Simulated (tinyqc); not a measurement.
# Worked calculation: off-state leakage of single and stacked transistors

tinyqc, about 0.03 s, one thread, Intel Xeon 2.30GHz (shared host): `OMP_NUM_THREADS=1 python tinyqc.py 2242218 2242219 out.jsonl` Printed values are rounded.

n-channel devices of unit width. Subthreshold current I(Vg, Vs, Vd) = I0 (T/300 K)^0.5 exp[(Vg - Vs - VT(T) - gb (Vs - Vb) + dd (Vd - Vs))/(nf Vt)] (1 - exp(-(Vd - Vs)/Vt)), VT(T) = VT - cT (T - 300 K). Gate-edge tunnelling Ig (Vd/1 V) exp(ag (Vd - 1 V)), for a gate at 0 V, and band-to-band leakage Ab u exp(-Bb/u), u = Vd - Vb + 1 V, flow at a drain held at V; both are taken as independent of T. In a stack of off transistors (all gates at 0 V) the same subthreshold current passes through each.

Inputs (values chosen for the exercise); values of the order met in bulk silicon logic transistors:
- T = 398 K (temperature)
- V = 0.9 V (supply voltage)
- VT = 0.38 V (threshold at 300 K, zero drain and body bias)
- cT = 0.6 mV/K (fall of the threshold with temperature)
- I0 = 0.21 uA/um (current at threshold at 300 K)
- nf = 1.28 (slope factor)
- dd = 0.09 (drain-induced lowering per volt)
- gb = 0.19 (rise of the threshold per volt of source-body bias)
- Ig = 9e-5 uA/um (gate-edge tunnelling current at 1 V)
- ag = 3.9 1/V (exponential slope of the gate current)
- Ab = 8 uA/(um V) (prefactor of band-to-band leakage at the drain)
- Bb = 24 V (its exponential voltage)
- Vb = 0 V (body voltage)

Constants: q = 1.602176634e-19 C, kB = 1.380649e-23 J/K, Vt = kB T/q. Results are converted to the units shown.

## Leakage of one transistor

Vg = Vs = 0, Vd = V; effective threshold VT(T) - gb Vb - dd V.

effective threshold = 0.2402 V
parts (nA/um): subthreshold 1.017078, gate edge 0.05484161, band-to-band 0.04966135
total = 1.121581 nA/um
shares (%): subthreshold 90.68253, gate edge 4.889670, band-to-band 4.427799

The subthreshold part is the largest.

## Starting value

Vx = dd V/(1 + gb + 2 dd), the solution for Vx well above Vt, rounded to three decimals.

Vx at the start = 0.059 V

## Iteration 1: new Vx

Stack of two, Vx the node between them: I_low = I(0, 0, Vx), I_up = I(0, Vx, V), f = ln(I_up/I_low), f' = -(1 + gb + 2 dd)/(nf Vt) - 1/(Vt (exp(Vx/Vt) - 1)) - 1/(Vt (exp((V - Vx)/Vt) - 1)), Vx(new) = Vx - f/f'.

I_low = 0.1489029 nA/um
I_up = 0.1820755 nA/um
f = 0.2011268
f' = -37.56500 1/V
Vx after iteration 1 = 0.06435410 V

## Iteration 2: new Vx

As before.

I_low = 0.1552910 nA/um
I_up = 0.1557592 nA/um
f = 0.003010436
f' = -36.47990 1/V
Vx after iteration 2 = 0.06443662 V

## Course of the iteration

Stop when the step is below 1e-11 V, or after 40 iterations.

Course of the iteration:
```
iteration  Vx before the step (V)  step (V)
1                           0.059   5.35e-3
2                      0.06435410   8.25e-5
3                      0.06443662   1.69e-8
4                      0.06443664  6.80e-16
```

Converged in 4 iterations. The subthreshold current of the stack is 0.1554 nA/um, 6.55 times less than that of one transistor (the drain leakage is unchanged); the estimate exp[dd V (1 + gb + dd)/((1 + gb + 2 dd) nf Vt)] gives 5.61.
